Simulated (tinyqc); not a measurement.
From opening left, as a share of w back to aspect ratio h/w: bottom-up copper filling of a trench by curvature-enhanced accelerator coverage. Computed by tinyqc, a small Python program. Command: `OMP_NUM_THREADS=1 python tinyqc.py 3030609 3030610 out.jsonl superfill inv`. One thread of a shared host (Intel(R) Xeon(R) Processor @ 2.30GHz), about 0.2 s of CPU time with the checks.

A rectangular trench keeps vertical walls and a flat floor. An accelerator floats on the surface; where area is lost in the corners it is passed on to the floor.

Inputs (values chosen for the exercise, close to those used for damascene copper plating):
```
quantity                                         value     unit
trench width w                                      91       nm
exchange current of the suppressed surface i_0   0.032  mA/cm^2
exchange current of the accelerated surface i_1    1.9  mA/cm^2
transfer coefficient alpha                        0.36        -
overpotential eta                                0.083        V
starting coverage theta_0                        0.048        -
adsorption rate k_a                                  0      1/s
cupric ion concentration C                        0.27    mol/l
diffusivity D                                    6e-06   cm^2/s
boundary layer delta                                74       um
temperature T                                      298        K
```

Constants: e = 1.602176634e-19 C; N_A = 6.02214076e+23 1/mol; k_B = 8.617333262e-05 eV/K.

Method. Kinetic current i_k = [i_0 (1 - theta) + i_1 theta] exp(alpha eta/(k_B T)), limit i_L = 2 F D C/delta, i = 1/(1/i_k + 1/i_L); velocity v = i Omega/(2F), Omega = 7.11 cm^3/mol, F = e N_A. Depletion inside the trench is ignored. Half width x, floor height y, depth h = aspect ratio x w. dx/dt = -v_s, dy/dt = v_b. d theta_b/dt = k_a (1 - theta_b) + [theta_s v_b + theta_b v_s]/x: the floor takes the accelerator of the wall it covers and keeps its own as it narrows. d theta_s/dt = k_a (1 - theta_s). theta_b is capped at 1. Integrate (tolerance 1e-9) until the walls meet (x = 0.02 w/2) or the floor passes the original mouth y = h. Start: x = w/2, y = 0, theta_b = theta_s = theta_0. Height filled = y/h, opening left = x/(w/2).

Question. A run gave the result below. Find the aspect ratio h/w, known to lie between 0.94 and 1.7.

opening left, as a share of w = 0.2547005

Answer.

Each step takes the trial c = (a f_b - b f_a)/(f_b - f_a), f being the result less the target and a, b, c the logarithms of the listed values; c replaces end b, the old b replaces a if the sign of f changed, and otherwise f_a is halved.

Scan of the range:
```
aspect ratio h/w  opening left, as a share of w
0.94                                   0.275058
1.04                                   0.250260
1.15                                   0.226718
1.26                                   0.206347
1.40                                   0.184093
1.54                                   0.163765
1.70                                   0.140538
```

False position (Illinois rule, in the logarithm of the input) inside the bracket:
```
step    end a    end b    trial  opening left, as a share of w
1     0.94000  1.04000  1.02134                       0.254620
2     0.94000  1.02134  1.02067                       0.254778
3     1.02134  1.02067  1.02100                       0.254700
4     1.02067  1.02100  1.02100                       0.254700
```

Opening left, as a share of w falls at every point of a 13-point scan of the range (every second point is shown), so one value fits; it is bracketed by 0.940 and 1.04. Answer: aspect ratio h/w = 1.021.

Caution: real profiles develop slanted corners, and accelerator is consumed; both are left out.
